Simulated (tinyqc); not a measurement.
Double-gate transistor, scale length and short-channel effects: effect of the relative permittivity of the insulator.

A body of thickness ts between two insulators of thickness ti and two tied gates. Below threshold the potential that source and drain add obeys Laplace's equation and vanishes on the gate. Its lowest mode decays along the channel as exp(-k y); k is the smallest positive root of the matching condition at the interface, and the scale length is Lambda = pi/k.

k is the smallest positive root of f(k) = ei cos(k ti) cos(k ts/2) - eps_r sin(k ti) sin(k ts/2). Along the channel psi(y) = s + a exp(y/l) + b exp(-y/l) with psi(0) = Vbi, psi(L) = Vbi + Vds and l = 1/k = Lambda/pi; with A = Vbi - s, B = A + Vds, x = exp(-L/l): a = (B - A x) x/(1 - x^2), b = (A - B x)/(1 - x^2). The minimum is s + 2 sqrt(a b), at y = (l/2) ln(b/a). The long-channel potential follows the gate as s = sT + (Vg - VTL)/m, and the threshold VT is the gate voltage at which the minimum equals sT. Swing = m Vt ln 10/g at threshold, g = d(minimum)/ds = 1 - (b x + a)/((1 + x) sqrt(a b)). DIBL = [VT(0.05 V) - VT(Vds)]/(Vds - 0.05 V). sT and Vbi are held fixed; m = 1.

Values chosen for this exercise; permittivities: semiconductor close to that of gallium nitride, insulator close to that of hafnium oxide:
- T = 350 K (temperature)
- eps_r = 9.33 (relative permittivity of the semiconductor)
- ti = 2.9 nm (insulator thickness)
- ts = 14.9 nm (body thickness)
- L = 56 nm (channel length)
- Vbi = 1.02 V (potential of the source)
- sT = 0.5 V (potential of the barrier top at threshold)
- Vds = 0.5 V (drain voltage)

Constants: q = 1.602176634e-19 C, kB = 1.380649e-23 J/K, Vt = kB T/q. Results are converted to the units shown.

Effect of the relative permittivity of the insulator:

| ei | Lambda (nm) | L/Lambda | VT - VTL at Vds (mV) | DIBL (mV/V) | swing (mV/decade) |
|---|---|---|---|---|---|
| 3.9 | 26.89 | 2.082 | -59.98 | 34.05 | 75.45 |
| 5.7 | 23.73 | 2.360 | -37.66 | 21.29 | 73.22 |
| 8.5 | 21.19 | 2.643 | -23.72 | 13.37 | 71.83 |
| 12 | 19.54 | 2.866 | -16.54 | 9.310 | 71.11 |
| 18 | 18.10 | 3.093 | -11.49 | 6.462 | 70.60 |
| 27 | 17.09 | 3.277 | -8.573 | 4.819 | 70.31 |
| 40 | 16.40 | 3.414 | -6.893 | 3.873 | 70.14 |

What does the comparison show?

As ei goes from 3.9 to 40, Lambda falls from 26.9 to 16.4 nm, DIBL falls from 34.0 to 3.87 mV/V and the swing falls from 75.4 to 70.1 mV a decade. On average Lambda goes as ei^(-0.21).

tinyqc, about 0.01 s, one thread, Intel Xeon 2.30GHz (shared host): `OMP_NUM_THREADS=1 python tinyqc.py 2420146 2420147 out.jsonl`
